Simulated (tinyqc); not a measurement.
Leakage against temperature: trap-assisted generation and recombination current of an abrupt junction. Computed by tinyqc, a small Python program. Command: `OMP_NUM_THREADS=1 python tinyqc.py 3015276 3015277 out.jsonl junctionleak walk`. One thread of a shared host (Intel(R) Xeon(R) Processor @ 2.30GHz), about 0.01 s of CPU time with the checks.

Depletion approximation, flat quasi-Fermi levels across the depleted layer, long neutral regions with minority lifetimes tau_n and tau_p, full ionisation and Boltzmann statistics. Voltages in exponents stand for e V.

Inputs (values chosen for the exercise, with bands and screening modelled on silicon):
```
quantity                              value    unit
gap E_g                                1.14      eV
electron mass m_e                     0.337     m_0
valleys M_c                               6       -
hole mass m_h                         0.804     m_0
dielectric constant eps                11.8       -
acceptor density N_A                4.3e+16   cm^-3
donor density N_D                   9.8e+17   cm^-3
capture time tau_n                  2.8e-07       s
capture time tau_p                  1.1e-05       s
trap level E_t - E_i                      0      eV
electron diffusion coefficient D_n       81  cm^2/s
hole diffusion coefficient D_p          1.7  cm^2/s
reverse bias V_r                        7.3       V
temperature T                           300       K
```

Field enhancement: none.

Constants: k_B = 8.617333262e-05 eV/K; m_0 = 9.1093837015e-31 kg; k_B = 1.380649e-23 J/K; h = 6.62607015e-34 J s; e = 1.602176634e-19 C; eps_0 = 8.8541878128e-12 F/m.

Method:
- N_c = 2 M_c (2 pi m_e k_B T/h^2)^(3/2) and N_v = 2 (2 pi m_h k_B T/h^2)^(3/2), masses in units of m_0.
- n_i = sqrt(N_c N_v) exp(-E_g/2 k_B T); V_bi = (k_B T/e) ln(N_A N_D/n_i^2); diffusion saturation current J_d0 = e n_i^2 [sqrt(D_n/tau_n)/N_A + sqrt(D_p/tau_p)/N_D].
- W = sqrt(2 eps eps_0 (V_bi - V)(1/N_A + 1/N_D)/e), x_p = W N_D/(N_A + N_D), x_n = W - x_p, peak field F_m = 2 (V_bi - V)/W; reverse bias means V = -V_r.
- Potential from the p edge: phi = (V_bi - V) x^2/(x_p W) on the p side and (V_bi - V)[1 - (W - x)^2/(x_n W)] on the n side; p = N_A exp(-phi/k_B T), n = n_i^2 exp(V/k_B T)/p; U = (n p - n_i^2)/[tau_p (n + n_i exp(dE/k_B T)) + tau_n (p + n_i exp(-dE/k_B T))], dE = E_t - E_i, n1 = n_i exp(dE/k_B T), p1 = n_i exp(-dE/k_B T); J_t = e int U dx by the trapezoid rule on 400 intervals on each side.
- The gap, capture times and diffusion coefficients are held fixed. J_g = -J_t at V = -V_r. The last column is -k_B d ln(J_g + J_d0)/d(1/T) from this row and the one above.

Reverse current:
```
T (K)  generation (A/cm^2)  diffusion (A/cm^2)  activation energy (eV)
240             9.5363e-12          1.9920e-17                       -
270             2.4562e-10          1.2961e-14                  0.6047
300             3.3676e-09          2.3868e-12                  0.6093
340             5.5185e-08          6.2225e-10                  0.6168
380             5.1376e-07          5.2194e-08                  0.6448
420             3.1915e-06          1.9407e-06                  0.7581
480             2.8889e-05          1.4854e-04                  1.0259
```

What follows from these numbers?

The activation energy goes from 0.605 to 1.026 eV. Generation alone gives about E_g/2 + dE if tau_p exp(dE/k_B T) exceeds tau_n exp(-dE/k_B T), else E_g/2 - dE, here 0.570 eV, plus 1.5 k_B T and diffusion E_g = 1.14 eV plus 3 k_B T; diffusion takes over by 480 K.

Extremes, crossings and ranges named in words are read from the listed rows.
